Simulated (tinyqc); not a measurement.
Valley splitting of a silicon quantum well in envelope theory: sweeps and comparisons. A value that a table varies takes the place of the one given here.

The well lies at 0 < z < L; U(z) = V0 [1/(1 + exp(z/w)) + 1/(1 + exp((L - z)/w))] - e F z, 1 mV/nm = 1e-4 eV/angstrom. The envelope psi solves -(c/ml) psi'' + U psi = E psi, c = hbar^2/2m0, by three-point differences on a grid of 0.1 angstrom from -40 to L + 40 angstrom. The two valleys at +/- k0 couple through D = C0 times the integral of exp(-i q z) U(z) psi^2, q = 2 k0 (2 pi/a), and split by Ev = 2|D|.

Random alloy: with Y(z) = Yw + (Yb - Yw) B(z), B the bracket in U, and in-plane density exp(-r^2/ad^2)/(pi ad^2), D gains a random complex part of variance sigma^2 = (C0^2/pi)(a^2 V0/(8 ad (Yb - Yw)))^2 (4/a) times the integral of psi^4 Y (1 - Y). Alone it gives a mean splitting sqrt(pi) sigma; together with the smooth part the rms splitting is 2 sqrt(|D|^2 + sigma^2).

Constants: hbar^2/2m0 = 3.80998211 eV angstrom^2.

Parameters, chosen for this exercise (near those of a strained Si well in SiGe; the results hold for these values, not for the real material):
- L = 108 angstrom (well width)
- V0 = 0.15 eV (conduction offset)
- ml = 0.916 m0 (mass along z)
- F = 4.6 mV/nm (field pressing towards the upper interface)
- k0 = 0.844 2 pi/a (valley position)
- a = 5.431 angstrom (lattice constant)
- C0 = 0.274 (Bloch overlap factor)
- Yb = 0.25 (Ge share of the barrier)
- Yw = 0.05 (Ge share of the well)
- ad = 170 angstrom (dot radius)
- ws = (0.3, 0.6, 1, 1.5, 2.1, 3, 4.5) angstrom (interface widths)
- Ls = (108, 109.4, 110.7, 112.1, 113.4, 114.8, 116.1, 117.5) angstrom (widths in steps of one atomic layer, a/4, rounded to the grid)
- F2 = 0 mV/nm (second field, zero or weak)
- w1 = 0.9 angstrom (interface width for this table)
- w = 0.9 angstrom (interface width parameter)

## Sharpness of the interface

The smooth part 2|D| and the disorder part against w, beside y/sinh(y) with y = pi q w. The 12 to 88 % width of the step is 4w.

Results:

| w (angstrom) | 4w (angstrom) | 2\|D\| (micro-eV) | y/sinh(y) | sqrt(pi) sigma (micro-eV) |
|---|---|---|---|---|
| 0.3 | 1.2 | 77.20 | 0.60 | 117.8 |
| 0.6 | 2.4 | 24.18 | 0.19 | 117.8 |
| 1.0 | 4.0 | 3.53 | 0.027 | 117.8 |
| 1.5 | 6.0 | 0.26 | 0.0019 | 117.7 |
| 2.1 | 8.4 | 0.01 | 6.5e-05 | 117.7 |
| 3.0 | 12.0 | 0.00 | 3.7e-07 | 117.5 |
| 4.5 | 18.0 | 0.00 | 5.7e-11 | 117.2 |

The smooth part needs a Fourier component of U psi^2 at a wavelength of 3.22 angstrom; from the first row to the third it falls by a factor 21.8, while y/sinh(y) falls by 22.6 (the envelope near the step and the phase between the two interfaces change too). The disorder part goes from 117.8 to 117.2 micro-eV. It exceeds the smooth part in every row.

## Adding atomic layers

The smooth splitting Ev = 2|D| with w = w1, at the field F2 and at F.

Results:

| L (angstrom) | q L mod 2 pi | Ev at F2 (micro-eV) | Ev at F (micro-eV) |
|---|---|---|---|
| 108.0 | 3.56 | 0.851 | 5.84 |
| 109.4 | 0.02 | 1.02 | 5.84 |
| 110.7 | 2.55 | 0.284 | 5.84 |
| 112.1 | 5.29 | 1.12 | 5.84 |
| 113.4 | 1.54 | 0.278 | 5.84 |
| 114.8 | 4.28 | 0.941 | 5.84 |
| 116.1 | 0.53 | 0.705 | 5.84 |
| 117.5 | 3.27 | 0.559 | 5.84 |

At F2 the splitting swings between 0.278 and 1.12 micro-eV, a ratio of 4.03, as the two interfaces add with the phase q L, which advances on average by 2.65 rad a layer. At F the ratio is 1.00, where in the first row psi^2 at the upper interface is 2.87e+03 times that at the lower one: one interface dominates and the interference fades.

## What each parameter does

Orbital spacing, psi^2 at z = L, the smooth splitting and sigma; V0 is held fixed when Yw changes. Each row changes one parameter from the base and keeps the others.

Results:

| case | E2 - E1 (meV) | psi^2(L) (1e-3/angstrom) | 2\|D\| (micro-eV) | sigma (micro-eV) |
|---|---|---|---|---|
| base | 16.86 | 2.810 | 5.84 | 66.4 |
| ad = 210 angstrom | 16.86 | 2.810 | 5.84 | 53.8 |
| Yw = 0.08 | 16.86 | 2.810 | 5.84 | 97.2 |
| L = 114 angstrom | 16.77 | 2.809 | 5.84 | 66.4 |
| V0 = 0.188 eV | 16.90 | 2.188 | 5.84 | 83.3 |
| w = 1.17 angstrom | 16.85 | 2.675 | 1.47 | 66.4 |
| F = 6.9 mV/nm | 21.85 | 4.243 | 8.84 | 71.0 |
| k0 = 0.824 2 pi/a | 16.86 | 2.810 | 6.66 | 66.4 |
| C0 = 0.329 | 16.86 | 2.810 | 7.01 | 79.8 |

The largest shifts from the base row, up to three for each result and ties (the steps differ in size, so this ranks the rows, not the parameters). E2 - E1 (meV): F +4.99, L -0.08, V0 +0.05; unchanged at the printed digits by ad, Yw, k0 and C0. psi^2(L) (1e-3/angstrom): F +1.433, V0 -0.622, w -0.136; unchanged at the printed digits by ad, Yw, k0 and C0. 2|D| (micro-eV): w -4.36, F +3.00, C0 +1.17; unchanged at the printed digits by ad, Yw, L and V0. sigma (micro-eV): Yw +30.8, V0 +16.9, C0 +13.3; unchanged at the printed digits by L, w and k0.

Program tinyqc; command `OMP_NUM_THREADS=1 python tinyqc.py 1281486 1281487 out.jsonl`; about 0.2 s on one thread of a shared Intel(R) Xeon(R) Processor @ 2.30GHz.
